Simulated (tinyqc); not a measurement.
Inside a calculation. Model: p-i-n power rectifier, conductivity modulation at high injection.

Computed by the program tinyqc: `OMP_NUM_THREADS=1 python tinyqc.py 2230024 2230025 out.jsonl`, one thread of a shared Intel Xeon 2.30GHz, about 0.01 s for the whole run. Printed values are rounded.

A drift layer from x = -d to d (2 d = W) between ideal p+ and n+ emitters (no recombination in them). High injection, n = p, ambipolar diffusion with one lifetime; both mobilities scale as (T/300 K)^(-bt).

Inputs (values chosen for the exercise); bulk values close to those of gallium nitride:

| symbol | value | unit | meaning |
|---|---|---|---|
| T | 300 | K | temperature |
| eps_r | 9.14 |  | relative permittivity |
| Kc | 26300 | V/cm per (cm^-3)^(1/8) | critical-field constant |
| BV | 3400 | V | rated breakdown voltage of the drift layer |
| mud | 924 | cm^2/(V s) | drift mobility at 300 K |
| bt | 2.1 |  | temperature exponent of the drift mobility |
| mup | 26.1 | cm^2/(V s) | hole mobility at 300 K |
| Eg | 3.36 | eV | band gap |
| Nc | 2.3e18 | cm^-3 | conduction-band density of states at T |
| Nv | 4.6e19 | cm^-3 | valence-band density of states at T |
| J | 50 | A/cm^2 | forward current density |
| tau | 1.6e-6 | s | high-level lifetime |

Constants: q = 1.602176634e-19 C, kB = 1.380649e-23 J/K, Vt = kB T/q, eps0 = 8.8541878128e-14 F/cm where lengths are in cm. Results are converted to the units shown.

Range of the model: Here n exceeds 3e17 cm^-3; above that emitter recombination, Auger recombination and carrier-carrier scattering, left out here, change the profile and the forward voltage.

## Drift layer

Triangular field at breakdown with Ec = Kc N^(1/8): BV = eps0 eps_r Ec^2/(2 q N), so N = (eps0 eps_r Kc^2/(2 q BV))^(4/3); W = 2 BV/Ec; mu = mud (T/300 K)^(-bt); rho = 1/(q mu N); ideal resistance rho W.

N = 4.11512e15 cm^-3
Ec = 2.35371 MV/cm
W = 28.8905 um
mu = 924 cm^2/(V s)
rho = 1.64148 ohm cm
ideal resistance = 4.74231 mohm cm^2

## Carrier profile

Da = 2 mun mup Vt/(mun + mup), La = sqrt(Da tau), B = (mun - mup)/(mun + mup) with mun = mud (T/300 K)^(-bt), mup likewise; n(x) = (tau J/(2 q La)) [cosh(x/La)/sinh(d/La) - B sinh(x/La)/cosh(d/La)]. 8 equal steps.

Da = 1.31240 cm^2/s
La = 14.4908 um
B = 0.945058

```
point    x (um)   n (cm^-3)
0      -14.4453  3.50404e17
1      -10.8339  2.76960e17
2       -7.2226  2.20807e17
3       -3.6113  1.78439e17
4        0.0000  1.47211e17
5        3.6113  1.25173e17
6        7.2226  1.10949e17
7       10.8339  1.03652e17
8       14.4453  1.02826e17
```

d/La = 0.997. The lowest density on the grid is 25.0 times the drift doping.

## Forward voltage and stored charge

Ohmic drop: integral of J/(q (mun + mup) n); diffusion (Dember) drop Vt B ln(n(-d)/n(d)); both junctions together Vt ln(n(-d) n(d)/ni^2), ni = sqrt(Nc Nv) exp(-Eg/(2 Vt)), Eg in volts; V_F = the sum; stored charge q times the integral of n. Trapezoid rule; mun and mup scale as (T/300 K)^(-bt).

ohmic drop = 0.00634328 V
diffusion drop = 0.0299545 V
junction drops = 3.15357 V
V_F = 3.18987 V
stored charge = 80.4136 uC/cm^2

A fine grid gives V_F = 3.190 V and the stored charge J tau = 80.00 uC/cm^2. Without modulation the drift layer alone would drop J rho W = 0.237 V, 6.53 times the ohmic and diffusion drops together.
